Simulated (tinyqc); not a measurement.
# Energy and delay of logic against supply voltage, step by step

Program tinyqc, `OMP_NUM_THREADS=1 python tinyqc.py 2082045 2082046 out.jsonl`; Intel Xeon 2.30GHz, shared host, one thread, about 0.01 s. Printed values are rounded.

One expression serves below and above threshold: I(Vg) = Ik [ln(1 + exp((Vg - VT + dd V)/(al nf Vt)))]^al, with I_on = I(V) and I_off = I(0). Gate delay td = kd C V/I_on, clock period LD td. Per gate and cycle the switching energy is act C V^2 and the leakage energy I_off V LD td. No short-circuit current, no variation. Minima are sought above 0.09 V; below a few Vt gates no longer switch and the model has no meaning.

Inputs (values chosen for the exercise); values of the order met in logic technologies:
- T = 250 K (temperature)
- VT = 0.25 V (threshold voltage at zero drain bias)
- nf = 1.44 (slope factor)
- dd = 0.04 (barrier lowering per volt of supply)
- Ik = 2.8 uA (specific current of a gate)
- al = 1.81 (exponent of the current law)
- C = 0.44 fF (load capacitance of a gate)
- kd = 1.1 (delay factor)
- LD = 20 (logic depth)
- act = 0.2 (activity factor)
- V = 0.85 V (supply voltage)

Constants: q = 1.602176634e-19 C, kB = 1.380649e-23 J/K, Vt = kB T/q. Results are converted to the units shown.

## Currents, delay and energies

I_on, I_off, td, clock frequency 1/(LD td), both energies and their sum.

I_on = 225.221 uA
I_off = 2.60001 nA
td = 1.82665 ps
clock frequency = 27.3726 GHz
switching energy = 63.58 aJ
leakage energy = 0.0807380 aJ
energy = 63.6607 aJ

I_on/I_off = 86600; leakage makes up 0.127 % of the energy.

## Starting value

V = 0.23 V.

V at the start = 0.23 V

## Iteration 1: new V

Minimum-energy supply: E(V) is the energy per gate and cycle; with h = 0.001 V, E' = (E(V + h) - E(V - h))/(2 h), E'' = (E(V - h) - 2 E(V) + E(V + h))/h^2, V(new) = V - E'/E''.

E' = 32.2637 aJ/V
E'' = 331.862 aJ/V^2
V after iteration 1 = 0.132780 V

## Iteration 2: new V

As before.

E' = -16.3311 aJ/V
E'' = 568.576 aJ/V^2
V after iteration 2 = 0.161503 V

## Course of the iteration

Stop when the step is below 1e-9 V, or after 40 iterations.

Course of the iteration:
```
iteration  V before the step (V)  step (V)
1                           0.23   -0.0972
2                       0.132780    0.0287
3                       0.161503  -1.54e-3
4                       0.159959   5.43e-6
5                       0.159964  1.81e-10
```

Converged in 5 iterations. There leakage makes up 43.0 % of the energy and the clock runs at 101 MHz.
